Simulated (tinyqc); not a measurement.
Worked calculation: Luttinger-Kohn k.p, four valence bands. One step of it, computed by the program tinyqc.

Question. Hole masses. E = c [g1 k^2 -/+ 2 sqrt(g2^2 k^4 + 3 (g3^2 - g2^2)(kx^2 ky^2 + ky^2 kz^2 + kz^2 kx^2))] with c = hbar^2/2m, and m* = hbar^2 k^2 / (2 E).

Luttinger parameters chosen for this model; energies are counted downward from the top of the valence band:

| parameter | value | unit |
|---|---|---|
| g1 | 12.900000 |  |
| g2 | 1.030000 |  |
| g3 | 1.940000 |  |

Give: Masses.

Answer.

Masses (electron masses):

| direction | heavy | light |
|---|---|---|
| [100] | 0.092 | 0.067 |
| [110] | 0.107 | 0.061 |
| [111] | 0.111 | 0.060 |
